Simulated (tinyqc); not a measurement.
Input admittance of a MOSFET at zero drain bias: distributed channel and distributed gate: input impedance against frequency.

Source and drain grounded, strong inversion, w = 2 pi f, Cox = eps0 eox/tox. The channel is an RC line of resistance 1/(mu Cox Vo) per square fed from both ends, so one finger has the intrinsic admittance y = i w Cox L tanh(g)/g per width, g = (1/2) sqrt(i w tau), tau = L^2/(mu Vo). The vertical resistance rv/L is in series with y, the overlaps 2 i w Cov in parallel: y_t = 1/(1/y + rv/L) + 2 i w Cov. The gate strip is a line of Rsh/L per length loaded by y_t, so a finger has Y = y_t Wf tanh(k)/k, k = (Wf/sd) sqrt(y_t Rsh/L); the device has Nf Y.

Low-frequency limits, with c = Cox L and ct = c + 2 Cov: R_strip = Rsh Wf/(3 sd^2 L Nf), R_ch = (c/ct)^2 L/(12 mu Cox Vo Wf Nf), R_vert = (c/ct)^2 rv/(L Wf Nf), C = ct Wf Nf. Z = 1/(Nf Y) = R + 1/(i w C), Q = |Im Z|/R, far-point signal |1/cosh k|.

Inputs (values chosen for the exercise); values of the order met in silicon radio-frequency transistors: relative permittivity of the gate insulator (close to silicon dioxide) eox = 3.9; insulator thickness tox = 5.3 nm; channel length L = 0.7 um; finger width Wf = 16 um; number of fingers Nf = 32; channel mobility mu = 190 cm^2/(V s); gate overdrive Vo = 0.38 V; sheet resistance of the gate Rsh = 18 ohm/square; vertical resistivity of the gate stack rv = 3.7 ohm um^2; number of ends at which a finger is contacted sd = 2; overlap and fringe capacitance on each side Cov = 0.38 fF/um.

Constants: eps0 = 8.8541878128e-14 F/cm where lengths are in cm. Results are converted to the units shown.

The same in every row: low-frequency R (ohm) = 2.859.

Input impedance against frequency:

| f (GHz) | w tau | \|k\| | R (ohm) | C (fF) | Q | signal at the far point |
|---|---|---|---|---|---|---|
| 0.01 | 0.004264 | 0.02346 | 2.859 | 2724 | 2044 | 1.000 |
| 0.03 | 0.01279 | 0.04063 | 2.859 | 2724 | 681.3 | 1.000 |
| 0.09 | 0.03838 | 0.07037 | 2.859 | 2724 | 227.1 | 1.000 |
| 0.2 | 0.08528 | 0.1049 | 2.858 | 2724 | 102.2 | 1.000 |
| 0.7 | 0.2985 | 0.1962 | 2.858 | 2724 | 29.21 | 0.9995 |
| 2 | 0.8528 | 0.3312 | 2.857 | 2719 | 10.24 | 0.9957 |
| 5 | 2.132 | 0.5191 | 2.848 | 2695 | 4.148 | 0.9747 |
| 10 | 4.264 | 0.7140 | 2.817 | 2614 | 2.162 | 0.9167 |
| 40 | 17.06 | 1.122 | 2.440 | 1820 | 0.8962 | 0.6917 |

R falls from 2.86 to 2.44 ohm and C falls from 2720 to 1820 fF. Q goes as f^(-1.00) between the first two rows and f^(-0.64) between the last two, where w tau = 17.1 and |k| = 1.12. The low-frequency limits hold both R and C within 5 % up to f = 10 GHz among the rows.

Computed by the program tinyqc: `OMP_NUM_THREADS=1 python tinyqc.py 2262211 2262212 out.jsonl`, one thread of a shared Intel Xeon 2.30GHz, about 0.01 s for the whole run.
